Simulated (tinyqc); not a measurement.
Worked calculation: Luttinger-Kohn k.p, four valence bands. One step of it, computed by the program tinyqc.

Problem. Hole masses. E = c [g1 k^2 -/+ 2 sqrt(g2^2 k^4 + 3 (g3^2 - g2^2)(kx^2 ky^2 + ky^2 kz^2 + kz^2 kx^2))] with c = hbar^2/2m, and m* = hbar^2 k^2 / (2 E).

Luttinger parameters chosen for this model; energies are counted downward from the top of the valence band:
```
parameter     value  unit
g1         6.100000
g2         1.190000
g3         2.270000
```

Give: Masses.

Solution.

Masses (electron masses):
```
direction   heavy   light
[100]      0.2688  0.1179
[110]      0.5020  0.0980
[111]      0.6410  0.0940
```
